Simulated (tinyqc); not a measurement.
## Off-state leakage of single and stacked transistors: subthreshold current against the height of the stack

n-channel devices of unit width. Subthreshold current I(Vg, Vs, Vd) = I0 (T/300 K)^0.5 exp[(Vg - Vs - VT(T) - gb (Vs - Vb) + dd (Vd - Vs))/(nf Vt)] (1 - exp(-(Vd - Vs)/Vt)), VT(T) = VT - cT (T - 300 K). Gate-edge tunnelling Ig (Vd/1 V) exp(ag (Vd - 1 V)), for a gate at 0 V, and band-to-band leakage Ab u exp(-Bb/u), u = Vd - Vb + 1 V, flow at a drain held at V; both are taken as independent of T. In a stack of off transistors (all gates at 0 V) the same subthreshold current passes through each.

All n gates at 0 V, bottom source at 0 V, top drain at V; node voltages follow from equal currents.

Inputs (values chosen for the exercise); values of the order met in bulk silicon logic transistors:
```
symbol,value,unit,meaning
T,330,K,temperature
V,0.9,V,supply voltage
VT,0.42,V,"threshold at 300 K, zero drain and body bias"
cT,0.9,mV/K,fall of the threshold with temperature
I0,0.13,uA/um,current at threshold at 300 K
nf,1.32,,slope factor
dd,0.09,,drain-induced lowering per volt
gb,0.22,,rise of the threshold per volt of source-body bias
Vb,0,V,body voltage
```

Constants: q = 1.602176634e-19 C, kB = 1.380649e-23 J/K, Vt = kB T/q. Results are converted to the units shown.

Result of one run:

| I (nA/um) | reduction factor | drain voltage of the bottom device (mV) | source voltage of the top device (mV) | voltage across the top device (V) |
|---|---|---|---|---|
| 0.0020506 | 16.330 | 19.999 | 80.032 | 0.81997 |

Which number of transistors in series n gave this result: 1, 2, 3, 4 or 5?

n = 3.

The whole series:

| n | I (nA/um) | reduction factor | drain voltage of the bottom device (mV) | source voltage of the top device (mV) | voltage across the top device (V) |
|---|---|---|---|---|---|
| 1 | 0.033487 | 1.0000 | 900.00 | 0 | 0.90000 |
| 2 | 0.0039602 | 8.4561 | 61.174 | 61.174 | 0.83883 |
| 3 | 0.0020506 | 16.330 | 19.999 | 80.032 | 0.81997 |
| 4 | 0.0013804 | 24.260 | 12.096 | 91.373 | 0.80863 |
| 5 | 0.0010396 | 32.211 | 8.6817 | 99.496 | 0.80050 |
| 6 | 8.3358e-4 | 40.173 | 6.7723 | 105.83 | 0.79417 |

The second transistor cuts the current by a factor of 8.46, the third by a further 1.93 and the sixth by 1.25. The top device keeps 88.2 % of the supply at n = 6, while the drain voltage of the bottom one falls to 0.238 Vt.

Numbers from tinyqc (`OMP_NUM_THREADS=1 python tinyqc.py 2242201 2242202 out.jsonl`; about 0.04 s on one thread of a shared Intel Xeon 2.30GHz).
